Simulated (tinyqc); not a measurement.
Two-band massive Dirac model of the K valleys, step by step. Values are carried at full precision from step to step, so a last printed digit may differ when a step is redone from the rounded ones.

Basis (conduction, valence): H = [[D/2, a t (tau kx - i ky)], [a t (tau kx + i ky), -D/2 + lam tau sz]], valley tau = +/-1, spin sz = +/-1. The gap of a spin and valley is G = D - lam tau sz. Berry curvature Omega = curl of i<u|grad u>; for the conduction band Omega_c = -tau 2 a^2 t^2 G/(G^2 + 4 a^2 t^2 k^2)^(3/2), and Omega_v = -Omega_c.

Constants: hbar^2/2m0 = 3.80998211 eV angstrom^2.

Parameters, chosen for this exercise (near those used for monolayer WS2; shifted at random, so the results belong to these values and not to a real crystal):
- a = 3.189 angstrom (lattice constant)
- D = 1.86 eV (gap parameter)
- t = 1.43 eV (effective hopping)
- lam = 0.188 eV (half the valence spin splitting)
- tau = -1 (valley)
- sz = 1 (spin)
- k = (0.068, 0.078) 1/angstrom (wave vector from the valley)
- h = 0.02 1/angstrom (side of the plaquette)

## Band edges of the four flavours

At k = 0: Ec = D/2, Ev = -D/2 + lam tau sz; mass m/m0 = c G/(a t)^2 for both bands, c = hbar^2/2m0; Omega_c(0) = -2 tau a^2 t^2/G^2.

Edges:
```
tau  sz  Ec (eV)  Ev (eV)  G (eV)  mass (m0)  Omega_c (angstrom^2)
1     1   0.9300  -0.7420  1.6720     0.3063               -14.878
1    -1   0.9300  -1.1180  2.0480     0.3752                -9.916
-1    1   0.9300  -1.1180  2.0480     0.3752                 9.916
-1   -1   0.9300  -0.7420  1.6720     0.3063                14.878
```

The top of the valence band has spin up at tau = +1 and spin down at tau = -1: spin and valley are locked, with 376 meV between the two valence bands (A and B transitions at 1.672 and 2.048 eV, without exciton binding).

## H at one k

Fill in the matrix and diagonalise: E = lam tau sz/2 -/+ sqrt(G^2/4 + a^2 t^2 k^2).

H (eV):
```
                 c                v
c           0.9300  -0.3101-0.3557i
v  -0.3101+0.3557i          -1.1180
```

levels (eV): -1.2215  1.0335

cos(theta) = G/(E+ - E-) = 0.9082

## Curvature, orbital moment and circular dichroism

Omega_c from the formula; orbital moment of both bands m = -tau (a t)^2 G/(c (G^2 + 4 a^2 t^2 k^2)) in Bohr magnetons (charge -e), c = hbar^2/2m0; interband strengths |P+/-|^2 proportional to (1 +/- tau cos(theta))^2 for P+/- = Px +/- i Py, and eta = (|P+|^2 - |P-|^2)/(|P+|^2 + |P-|^2) = 2 tau cos(theta)/(1 + cos^2(theta)).

Omega_c = 7.428 angstrom^2
orbital moment = 2.198 muB
eta = -0.9954

All three change sign with the valley. The selection rule, exact at k = 0, still holds to 99.5 % here.

## The curvature from a plaquette

Corners counter-clockwise around k, from (-h/2, -h/2); upper eigenvector u with its first component real and positive; Omega = -(sum of arg <u_j|u_(j+1)>)/h^2.

Corners:
```
j      kx      ky      u_c                u_v  arg <u_j|u_j+1> (rad)
1  0.0580  0.0680  0.98212  -0.12218+0.14324i               0.005936
2  0.0780  0.0680  0.97678  -0.16149+0.14078i              -0.006566
3  0.0780  0.0880  0.97105  -0.15845+0.17876i              -0.007389
4  0.0580  0.0880  0.97602  -0.11978+0.18174i               0.005050
```

Omega_c from the plaquette = 7.422 angstrom^2

The formula at the centre gives 7.428; the plaquette averages over its area.

## Checks

- Curvature formula against a plaquette of side 1e-4: both 7.4285.
- Eta against the matrix elements of dH/dkx +/- i dH/dky: both -0.99538.

Computed by tinyqc, a small Python program: `OMP_NUM_THREADS=1 python tinyqc.py 1452525 1452526 out.jsonl` (the numbers bound the seed that draws the inputs); one thread of a shared host (Intel(R) Xeon(R) Processor @ 2.30GHz), about 0.01 s for the whole set of steps.
